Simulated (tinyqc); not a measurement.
Worked calculation: shallow donor in effective-mass theory, with valley-orbit splitting. Values are carried at full precision from step to step, so a last printed digit may differ when a step is redone from the rounded ones.

Constants: Ry = 13.60569312 eV; a0 (Bohr radius) = 0.5291772105 angstrom; hbar^2/2m0 = 3.80998211 eV angstrom^2; e^2/(4 pi eps0) = 14.39964547 eV angstrom.

Parameters, chosen for this exercise (near those of a group-V donor in Si; not measured data): ml = 0.938 m0 (longitudinal mass); mt = 0.196 m0 (transverse mass); eps = 11.5 (dielectric constant); a = 24.7 angstrom (trial radius across the axis); b = 11.7 angstrom (trial radius along the axis); E0 = -31.5 meV (single-valley level); D0 = 4.43 meV (central-cell shift); D1 = 3.61 meV (coupling of perpendicular valleys); D2 = 3.04 meV (coupling of opposite valleys); Ds = -38.2 meV (strain splitting: z valleys less the others).

## Hydrogen-like estimates

Ry* = Ry m/eps^2 and a* = a0 eps/m for four choices of one mass: mt, the conductivity mass 3/(1/ml + 2/mt), the density-of-states mass (ml mt^2)^(1/3), and ml.

Estimates:

| mass | m (m0) | Ry* (meV) | a* (angstrom) |
|---|---|---|---|
| mt | 0.1960 | 20.16 | 31.05 |
| conductivity | 0.2662 | 27.39 | 22.86 |
| density of states | 0.3303 | 33.98 | 18.42 |
| ml | 0.9380 | 96.50 | 6.49 |

## Energy of one trial function

One valley: H = -c [(d2/dx2 + d2/dy2)/mt + (d2/dz2)/ml] - q/(eps r), c = hbar^2/2m0, q = e^2/(4 pi eps0). Trial function exp(-sqrt((x^2 + y^2)/a^2 + z^2/b^2)) with a > b: T = (c/3)(2/(mt a^2) + 1/(ml b^2)), V = -(q/eps) atan(u/b)/u, u = sqrt(a^2 - b^2). The central cell of the impurity is left out.

Evaluate T, V and E. Scaling both radii by f changes T to T/f^2 and V to V/f, so the best factor is f = -2T/V, with energy -V^2/(4T).

T = 31.132 meV
V = -62.012 meV
E = -30.880 meV
best scale factor = 1.0041
energy after scaling = -30.881 meV

The virial ratio -V/T is 1.992; it is 2 at the best scale. Scaling gains 0.001 meV.

## Scan over the shape

For each ratio b/a = 0.2, 0.3, ..., 0.9 the best scale follows from a = -2 T1/V1, with T1 and V1 taken at a = 1 angstrom.

Scan:

| b/a | a (angstrom) | b (angstrom) | E (meV) |
|---|---|---|---|
| 0.2 | 53.49 | 10.70 | -16.359 |
| 0.3 | 33.70 | 10.11 | -24.657 |
| 0.4 | 27.05 | 10.82 | -29.275 |
| 0.5 | 24.27 | 12.14 | -31.190 |
| 0.6 | 23.04 | 13.82 | -31.497 |
| 0.7 | 22.55 | 15.78 | -30.927 |
| 0.8 | 22.45 | 17.96 | -29.909 |
| 0.9 | 22.58 | 20.33 | -28.684 |

The best listed ratio is 0.6; (mt/ml)^(1/2) = 0.46 and (mt/ml)^(1/3) = 0.59 are common guesses.

## The minimum

Minimise over a and b. The Mott estimate n_c = (0.25/a_m)^3 uses a_m = (a^2 b)^(1/3); 1/angstrom^3 = 1e24/cm^3.

a = 23.25 angstrom
b = 13.39 angstrom
E = -31.525 meV
a_m = 19.34 angstrom
n_c = 2.16 x 1e18/cm^3

b/a = 0.576. The binding energy is 1.563 times Ry*(mt). The central cell of a real donor shrinks the orbit and raises n_c (3.7 x 1e18/cm^3 for P in Si).

## The valley-orbit matrix

Basis: the 1s envelopes of the valleys +x, -x, +y, -y, +z, -z. Diagonal E0 - D0, element -D2 between opposite valleys and -D1 between perpendicular ones. Strain along [001] adds 2 Ds/3 to the z valleys and -Ds/3 to the others.

Fill it in with the strain.

H (meV):
```
         +x       -x       +y       -y       +z       -z
+x  -23.197   -3.040   -3.610   -3.610   -3.610   -3.610
-x   -3.040  -23.197   -3.610   -3.610   -3.610   -3.610
+y   -3.610   -3.610  -23.197   -3.040   -3.610   -3.610
-y   -3.610   -3.610   -3.040  -23.197   -3.610   -3.610
+z   -3.610   -3.610   -3.610   -3.610  -61.397   -3.040
-z   -3.610   -3.610   -3.610   -3.610   -3.040  -61.397
```

## Levels and ground state

Diagonalise. For the lowest state give the amplitudes (positive) and (sum of amplitudes)^2/6, the contact density relative to no strain.

levels (meV): -67.499  -58.357  -30.394  -20.157  -20.157  -19.017

amplitudes: +x 0.1436, -x 0.1436, +y 0.1436, -y 0.1436, +z 0.6773, -z 0.6773

relative contact density = 0.6203

The z valleys hold 91.7 % of the ground state, against 33.3 % without strain.

## Checks

- Energy from 21 anisotropic Gaussians against the two-parameter function, meV: -31.56 against -31.52.
- Unstrained levels against E0 - D0 - 4 D1 - D2 (A1), E0 - D0 + D2 (T2, threefold) and E0 - D0 + 2 D1 - D2 (E, twofold): they agree to 1e-10 or better.

Program tinyqc; command `OMP_NUM_THREADS=1 python tinyqc.py 1281890 1281891 out.jsonl`; about 0.01 s on one thread of a shared Intel(R) Xeon(R) Processor @ 2.30GHz.
